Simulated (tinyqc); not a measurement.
Inside a calculation. Method: Born-Oppenheimer dynamics on the UHF/sto-6g surface (energies and gradients from PySCF), for H2+, spin multiplicity 2. Computed by tinyqc, a small Python program that keeps every step (integrals from PySCF). Settings: charge = 1, multiplicity = 2, basis = sto-6g, time step (fs) = 2.0, steps = 16. Command: `OMP_NUM_THREADS=1 python tinyqc.py 28556 28557 out.jsonl` (the two numbers bound the seeds that draw the settings). One thread of a shared host (Intel(R) Xeon(R) Processor @ 2.60GHz), about 0.2 s of CPU time with the checks.

## Velocity Verlet step 1

positions (bohr):
```
          x        y        z
1H  0.00000  0.00000  0.00000
2H  0.00000  0.00000  1.52879
```

velocities (bohr per atomic time unit):
```
              x            y            z
1H   0.00003700  -0.00004350   0.00046400
2H  -0.00003700   0.00004350  -0.00046400
```

gradient (hartree/bohr):
```
            x          y           z
1H  0.0000000  0.0000000   0.1230612
2H  0.0000000  0.0000000  -0.1230612
```

masses (electron masses): 1H 1837.15259, 2H 1837.15259

gradient after step 1 (hartree/bohr):
```
             x           y           z
1H  -0.0000457   0.0000537   0.0142573
2H   0.0000457  -0.0000537  -0.0142573
```

dt = 2 fs = 82.6827 atomic units; x' = x + v dt - g dt^2 / (2m); after the new gradient g', v' = v - (g + g') dt / (2m).

positions after step 1 (bohr):
```
           x         y         z
1H   0.00306  -0.00360  -0.19060
2H  -0.00306   0.00360   1.71939
```

velocities after step 1 (bohr per atomic time unit):
```
              x            y            z
1H   0.00003803  -0.00004471  -0.00262607
2H  -0.00003803   0.00004471   0.00262607
```

## Velocity Verlet step 2

gradient after step 2 (hartree/bohr):
```
             x           y           z
1H   0.0001874  -0.0002203  -0.0357199
2H  -0.0001874   0.0002203   0.0357199
```

As before.

positions after step 2 (bohr):
```
           x         y         z
1H   0.00629  -0.00739  -0.43426
2H  -0.00629   0.00739   1.96305
```

velocities after step 2 (bohr per atomic time unit):
```
              x            y            z
1H   0.00003484  -0.00004096  -0.00214310
2H  -0.00003484   0.00004096   0.00214310
```

## Energy conservation

The total energy should stay constant up to terms of order dt^2; the step counts as short enough if it moves by less than 2 % of the largest kinetic energy.

Trajectory:
```
time (fs)  1H-2H (angstrom)  potential (hartree)  kinetic (hartree)  total (hartree)
0.00000             0.80900           -0.5626755          0.0004015       -0.5622739
2.00000             1.01074           -0.5857490          0.0126758       -0.5730732
4.00000             1.26864           -0.5780901          0.0084431       -0.5696470
6.00000             1.38588           -0.5691856          0.0002363       -0.5689494
8.00000             1.33114           -0.5735593          0.0043670       -0.5691924
10.00000            1.11611           -0.5855971          0.0140248       -0.5715723
12.00000            0.84763           -0.5705632          0.0016809       -0.5688823
14.00000            0.94898           -0.5827719          0.0074257       -0.5753462
16.00000            1.19939           -0.5822736          0.0092029       -0.5730707
18.00000            1.34063           -0.5728236          0.0008636       -0.5719599
20.00000            1.31923           -0.5744660          0.0023991       -0.5720669
22.00000            1.14073           -0.5848522          0.0110571       -0.5737951
24.00000            0.88993           -0.5769744          0.0033532       -0.5736212
26.00000            0.90446           -0.5787127          0.0041491       -0.5745636
28.00000            1.15279           -0.5844090          0.0103782       -0.5740308
30.00000            1.32037           -0.5743802          0.0018970       -0.5724831
32.00000            1.33053           -0.5736060          0.0011745       -0.5724315
```

The total energy moves within 1.3e-02 hartree; that is over 2 % of the largest kinetic energy, so the time step is too long.
